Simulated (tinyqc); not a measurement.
Inside a calculation. Method: sp3 tight binding, zinc-blende lattice. One step of it, computed by the program tinyqc.

Problem. Levels at X. Diagonalise the Hermitian matrix.

H(k) at X (eV), order a s, a px, a py, a pz, c s, c px, c py, c pz:
```
[[-14.750000, 0.000000, 0.000000, 0.000000, 0.000000, 0.000000+8.413432i, 0.000000, 0.000000],
 [0.000000, -7.540000, 0.000000, 0.000000, 0.000000-8.413432i, 0.000000, 0.000000, 0.000000],
 [0.000000, 0.000000, -7.540000, 0.000000, 0.000000, 0.000000, 0.000000, 0.000000+9.749203i],
 [0.000000, 0.000000, 0.000000, -7.540000, 0.000000, 0.000000, 0.000000+9.749203i, 0.000000],
 [0.000000, 0.000000+8.413432i, 0.000000, 0.000000, -14.750000, 0.000000, 0.000000, 0.000000],
 [0.000000-8.413432i, 0.000000, 0.000000, 0.000000, 0.000000, -7.540000, 0.000000, 0.000000],
 [0.000000, 0.000000, 0.000000, 0.000000-9.749203i, 0.000000, 0.000000, -7.540000, 0.000000],
 [0.000000, 0.000000, 0.000000-9.749203i, 0.000000, 0.000000, 0.000000, 0.000000, -7.540000]]
```

Give: eigenvalues.

Solution.

eigenvalues (eV): [-20.2982, -20.2982, -17.2892, -17.2892, -1.9918, -1.9918, 2.2092, 2.2092]
